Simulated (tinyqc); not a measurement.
From results back to parameters: Brillouin zone and empty-lattice bands of the hcp structure. Four cases, with inputs chosen for the exercise.

Problem. At the centre of a zone face two plane waves are mixed by V > 0: levels E0 -/+ V, masses normal to the face 1/(1 -/+ 2 E0/V), E0 = c0 k^2, c0 = hbar^2/2m0. The gap and the mass of the upper band are given.

Constants: hbar^2/2m0 = 3.80998211 eV angstrom^2.

Case 1.

gap = 0.890000 eV
mass of the upper band = 0.0267990 m0

Case 2.

gap = 0.660000 eV
mass of the upper band = 0.0230743 m0

Case 3.

gap = 0.840000 eV
mass of the upper band = 0.0297147 m0

Case 4.

gap = 1.020000 eV
mass of the upper band = 0.0497383 m0

Find: V; E0; k; spacing of the lattice planes, pi/k.

Solution. V is half the gap; 2 E0/V = 1/m - 1; k = |G|/2 = pi/d.

Case 1.

V = 0.4450 eV
E0 = 8.080 eV
k = 1.4563 1/angstrom
spacing of the lattice planes, pi/k = 2.157 angstrom

Case 2.

V = 0.3300 eV
E0 = 6.986 eV
k = 1.3541 1/angstrom
spacing of the lattice planes, pi/k = 2.320 angstrom

Case 3.

V = 0.4200 eV
E0 = 6.857 eV
k = 1.3416 1/angstrom
spacing of the lattice planes, pi/k = 2.342 angstrom

Case 4.

V = 0.5100 eV
E0 = 4.872 eV
k = 1.1308 1/angstrom
spacing of the lattice planes, pi/k = 2.778 angstrom

Computed by tinyqc, one run a case: `OMP_NUM_THREADS=1 python tinyqc.py N N+1 out.jsonl` with N = 1880164, 1880263, 1880264, 1880655; one thread of a shared Intel(R) Xeon(R) Processor @ 2.30GHz, about 0.02 s a run at most.
